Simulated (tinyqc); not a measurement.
Worked calculation: CIS and TDHF on RHF in the sto-3g basis, for H3-, spin multiplicity 1. The basis has no diffuse functions, so it cannot describe the extra electron: this is an exercise in the method, not the real anion. Computed by tinyqc, a small Python program that keeps every step (integrals from PySCF). Settings: charge = -1, multiplicity = 1, basis = sto-3g, method = RHF, energy threshold = 1e-10, iteration cap = 56, orthogonalisation = symmetric, start = atomic densities, DIIS depth = 6, TDHF = 1. Command: `OMP_NUM_THREADS=1 python tinyqc.py 21893 21894 out.jsonl` (the two numbers bound the seeds that draw the settings). One thread of a shared host (Intel(R) Xeon(R) Processor @ 2.60GHz), about 0.06 s of CPU time with the checks. The early iterations of the SCF are left out here.

## One-electron integrals

Geometry (angstrom):
```
atom        x        y         z
H     0.00000  0.00000   0.00000
H     0.00000  0.00000   0.77600
H     0.00000  0.00000  -0.77600
```

Basis sto-3g: exponents (1/bohr^2) and contraction coefficients of normalised primitives:
```
element  l (shell)  exponent  coefficient
H            s (1)   3.42525      0.15433
H            s (1)   0.62391      0.53533
H            s (1)   0.16886      0.44463
```

Overlap, kinetic and nuclear-attraction integrals over the contracted functions; the nuclear repulsion is the sum of Za Zb / Rab.

nuclear repulsion = 1.7048235 hartree

overlap S, order 1H 1s, 2H 1s, 3H 1s:
$$\begin{pmatrix}
1.00000 & 0.63638 & 0.63638 \\
0.63638 & 1.00000 & 0.23823 \\
0.63638 & 0.23823 & 1.00000
\end{pmatrix}$$

kinetic energy T (hartree), order 1H 1s, 2H 1s, 3H 1s:
$$\begin{pmatrix}
0.76003 & 0.21605 & 0.21605 \\
0.21605 & 0.76003 & 0.00559 \\
0.21605 & 0.00559 & 0.76003
\end{pmatrix}$$

nuclear attraction V (hartree), order 1H 1s, 2H 1s, 3H 1s:
$$\begin{pmatrix}
-2.48974 & -1.42233 & -1.42233 \\
-1.42233 & -2.19804 & -0.49382 \\
-1.42233 & -0.49382 & -2.19804
\end{pmatrix}$$

core Hamiltonian H = T + V (hartree), order 1H 1s, 2H 1s, 3H 1s:
$$\begin{pmatrix}
-1.72971 & -1.20628 & -1.20628 \\
-1.20628 & -1.43801 & -0.48824 \\
-1.20628 & -0.48824 & -1.43801
\end{pmatrix}$$

## Two-electron integrals

Functions are numbered as in S; the eight-fold symmetry (ij|kl) = (ji|kl) = (kl|ij) leaves the list below.

Two-electron integrals (ij|kl) in chemists' order, unique and non-zero (hartree):
```
(11|11) 0.77461   (21|11) 0.42427   (21|21) 0.27434   (22|11) 0.55654
(22|21) 0.42427   (22|22) 0.77461   (31|11) 0.42427   (31|21) 0.21723
(31|22) 0.27272   (31|31) 0.27434   (32|11) 0.15091   (32|21) 0.08824
(32|22) 0.12587   (32|31) 0.08824   (32|32) 0.03185   (33|11) 0.55654
(33|21) 0.27272   (33|22) 0.33530   (33|31) 0.42427   (33|32) 0.12587
(33|33) 0.77461
```

## Orthogonalisation

S = U s U^T; symmetric (Loewdin) form X = U s^(-1/2) U^T, so that X^T S X = 1.

eigenvalues of S: [0.21129, 0.76177, 2.02694]

X, order 1H 1s, 2H 1s, 3H 1s:
$$\begin{pmatrix}
1.53559 & -0.51632 & -0.51632 \\
-0.51632 & 1.24402 & 0.09828 \\
-0.51632 & 0.09828 & 1.24402
\end{pmatrix}$$

## Starting guess

The start is atomic minimal-basis densities projected into this basis (PySCF's MINAO start) and scaled to the electron count of each spin; this density is not idempotent, so its energy is not variational and may lie below the converged one.

D at the start, order 1H 1s, 2H 1s, 3H 1s:
$$\begin{pmatrix}
1.10714 & 0.12303 & 0.12303 \\
0.12303 & 1.27243 & 0.07313 \\
0.12303 & 0.07313 & 1.27243
\end{pmatrix}$$

## Iteration 9 (converged): orbitals

converged F (hartree), order 1H 1s, 2H 1s, 3H 1s:
$$\begin{pmatrix}
-0.02243 & -0.27612 & -0.27612 \\
-0.27612 & 0.04382 & -0.14748 \\
-0.27612 & -0.14748 & 0.04382
\end{pmatrix}$$

Diagonalise F' = X^T F X, C = X C', fill 2 alpha and 2 beta electrons from the bottom; D = 2 C_occ C_occ^T. Each column has its largest component positive (the first on a tie).

F' = X^T F X (hartree):
$$\begin{pmatrix}
0.76752 & -0.62673 & -0.62673 \\
-0.62673 & 0.40892 & 0.15780 \\
-0.62673 & 0.15780 & 0.40892
\end{pmatrix}$$

orbital energies (hartree): MO1 -0.22488, MO2 0.25113, MO3 1.55912

coefficients C, order 1H 1s, 2H 1s, 3H 1s:
$$\begin{pmatrix}
0.47829 & 0.00000 & 1.63170 \\
0.36398 & 0.81017 & -1.01734 \\
0.36398 & -0.81017 & -1.01734
\end{pmatrix}$$

D after iteration 9, order 1H 1s, 2H 1s, 3H 1s:
$$\begin{pmatrix}
0.45753 & 0.34818 & 0.34818 \\
0.34818 & 1.57770 & -1.04777 \\
0.34818 & -1.04777 & 1.57770
\end{pmatrix}$$

## Convergence

Stop when the energy changes by less than 1e-10 hartree and every element of the error matrix X^T (F D S - S D F) X is below 3e-06.

Course of the cycle:
```
iteration  E (hartree)     change  largest element of the error matrix
1           -1.5390072          -                             1.01e-01
2           -1.2617415   2.77e-01                             1.07e-02
3           -1.2618153  -7.38e-05                             2.98e-04
4           -1.2618154  -4.60e-08                             1.36e-04
5           -1.2618154  -6.93e-09                             8.82e-05
6           -1.2618154  -2.27e-09                             6.54e-05
7           -1.2618154  -1.02e-09                             5.21e-05
8           -1.2618154  -1.76e-09                             1.01e-08
9           -1.2618154   4.44e-16                             9.93e-11
```

PySCF RHF in the same basis = -1.2618154 hartree

Converged in 9 iterations.

## Populations, bond orders and dipole

Mulliken: Z minus the diagonal of D S on the atom; Loewdin: the same with S^(1/2) D S^(1/2); Mayer order: 2 sum_s sum (D(s) S)_ij (D(s) S)_ji over the two atoms.

Charges (e):
```
atom  Mulliken   Loewdin
1H     0.09932   0.11256
2H    -0.54966  -0.55628
3H    -0.54966  -0.55628
```

Mayer bond orders:
```
pair    order
2-1   0.49507
3-1   0.49507
3-2   0.20280
```

dipole moment about the origin, x y z (debye): [0.00000, 0.00000, 0.00000]

## Integrals over molecular orbitals

(pq|rs) = sum C_ip C_jq C_kr C_ls (ij|kl), one index at a time.

one-electron integrals over orbitals h = C^T H C (hartree):
$$\begin{pmatrix}
-1.74609 & 0.00000 & -0.18228 \\
0.00000 & -1.24680 & 0.00000 \\
-0.18228 & 0.00000 & -0.58284
\end{pmatrix}$$

Two-electron integrals over orbitals (pq|rs), unique and non-zero (hartree):
```
(11|11) 0.60069    (21|21) 0.16282    (22|11) 0.54167    (22|22) 0.57741
(31|11) 0.08793    (31|22) -0.01967   (31|31) 0.12855    (32|21) -0.13369
(32|32) 0.13596    (33|11) 0.63261    (33|22) 0.57063    (33|31) 0.10721
(33|33) 0.71192
```

## CIS matrix, singlets

A(ia,jb) = (e_a - e_i) d_ij d_ab + 2 (ia|jb) - (ij|ab).

CIS matrix A, singlet (hartree), order 1>3, 2>3:
$$\begin{pmatrix}
1.40848 & 0.00000 \\
0.00000 & 1.00929
\end{pmatrix}$$

## CIS singlet states

dipole integrals <i|r|a> (bohr), order 1>3, 2>3:
$$\begin{pmatrix}
0.00000 & 0.00000 & 0.00000 \\
0.00000 & 0.00000 & -1.18366
\end{pmatrix}$$

Diagonalise A (1 hartree = 27.211386 eV); each vector has its largest component positive (the first on a tie). The transition dipole is mu = sqrt2 sum c_ia <i|r|a>.

singlet excitation energies (eV): [27.46413, 38.32676]

lowest vectors, order 1>3, 2>3:
$$\begin{pmatrix}
0.00000 & 1.00000 \\
1.00000 & 0.00000
\end{pmatrix}$$

oscillator strengths 2/3 w |mu|^2: [1.88543, 0.00000]

## TDHF (RPA) singlet states

B(ia,jb) = 2 (ia|jb) - (ib|ja); the squared energies are the eigenvalues of (A - B)(A + B); 1 hartree = 27.211386 eV.

TDHF matrix B, singlet (hartree), order 1>3, 2>3:
$$\begin{pmatrix}
0.12855 & 0.00000 \\
0.00000 & 0.13596
\end{pmatrix}$$

squared energies w^2 (hartree^2): [1.00018, 1.96730]

TDHF energies from the positive w^2 (eV): [27.21379, 38.16680]

## CIS matrix, triplets

A(ia,jb) = (e_a - e_i) d_ij d_ab - (ij|ab).

CIS matrix A, triplet (hartree), order 1>3, 2>3:
$$\begin{pmatrix}
1.15139 & 0.00000 \\
0.00000 & 0.73737
\end{pmatrix}$$

## CIS triplet states

Diagonalise A (1 hartree = 27.211386 eV); each vector has its largest component positive (the first on a tie).

triplet excitation energies (eV): [20.06476, 31.33084]

lowest vectors, order 1>3, 2>3:
$$\begin{pmatrix}
0.00000 & 1.00000 \\
1.00000 & 0.00000
\end{pmatrix}$$

## TDHF (RPA) triplet states

B(ia,jb) = - (ib|ja); the squared energies are the eigenvalues of (A - B)(A + B); 1 hartree = 27.211386 eV.

TDHF matrix B, triplet (hartree), order 1>3, 2>3:
$$\begin{pmatrix}
-0.12855 & 0.00000 \\
0.00000 & -0.13596
\end{pmatrix}$$

squared energies w^2 (hartree^2): [0.52522, 1.30917]

TDHF energies from the positive w^2 (eV): [19.72073, 31.13496]
